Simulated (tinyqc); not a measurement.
Slope factor and drain-induced lowering from three currents.

Problem. With source and body at 0 V, I = A exp((Vg + dd Vd)/(nf Vt)) (1 - exp(-Vd/Vt)). Find nf, the swing nf Vt ln 10 and dd.

Inputs (values chosen for the exercise):

| symbol | value | unit | meaning |
|---|---|---|---|
| T | 300 | K | temperature |

Constants: q = 1.602176634e-19 C, kB = 1.380649e-23 J/K, Vt = kB T/q. Results are converted to the units shown.

currents at (Vg, Vd) = (0, 0.05), (0, 1.2) and (0.08, 1.2) V (nA/um): 3.2628208e-4  0.0018266424  0.016146959

Solution. The pair at equal Vd gives nf; the pair at equal Vg, after dividing out the factors 1 - exp(-Vd/Vt), gives dd.

nf = 1.42
swing = 84.5 mV/decade
dd = 0.0500

tinyqc, about 0.04 s, one thread, Intel Xeon 2.30GHz (shared host): `OMP_NUM_THREADS=1 python tinyqc.py 2242088 2242089 out.jsonl`
